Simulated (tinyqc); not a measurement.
Conduction-band offset of an n-N heterojunction from carrier-profile moments: one step of the calculation.

Layer 1 (x < 0) accumulates electrons and layer 2 (x > 0) is depleted. Boltzmann statistics. The bands bend down by V1 in layer 1 and up by V2 in layer 2, with V1 + V2 = VD = dE + Vt ln[(N2/Nc2)/(N1/Nc1)].

Question. Division of the diffusion potential. Sheet densities from the first integral: Q1 = sqrt((2 eps0 eps_r Vt N1/q)(exp(u1) - u1 - 1)) extra electrons, Q2 = sqrt((2 eps0 eps_r Vt N2/q)(exp(-u2) + u2 - 1)) missing ones, u = V/Vt; neutrality Q1 = Q2 + si. Q1 - Q2 rises steadily with V1, so V1 follows by bisection.

Inputs (values chosen for the exercise); values of the order of III-V alloys: temperature T = 200 K; relative permittivity of both layers eps_r = 12.7; density of states of the narrow-gap layer 1 Nc1 = 2.6e17 cm^-3; density of states of the wide-gap layer 2 Nc2 = 1e18 cm^-3; conduction-band offset dE = 0.22 eV; donor density in layer 1 N1 = 1.3e16 cm^-3; donor density in layer 2 N2 = 2.4e16 cm^-3; fixed charge at the interface si = 0 cm^-2.

Constants: q = 1.602176634e-19 C, kB = 1.380649e-23 J/K, Vt = kB T/q, eps0 = 8.8541878128e-14 F/cm where lengths are in cm. Results are converted to the units shown.

Wanted: VD; V1; V2; Q1; n at x = 0-; n at x = 0+.

Answer.

VD = 0.2074 V
V1 = 0.05064 V
V2 = 0.1567 V
Q1 = 2.168e11 cm^-2
n at x = 0- = 2.454e17 cm^-3
n at x = 0+ = 2.699e12 cm^-3

n drops across the interface by 90900 = (Nc1/Nc2) exp(dE/Vt).

Range of the model: The accumulated density at the interface nears Nc1, where degeneracy and quantisation set in.

Computed by the program tinyqc: `OMP_NUM_THREADS=1 python tinyqc.py 2410009 2410010 out.jsonl`, one thread of a shared Intel Xeon 2.30GHz, about 0.08 s for the whole run.
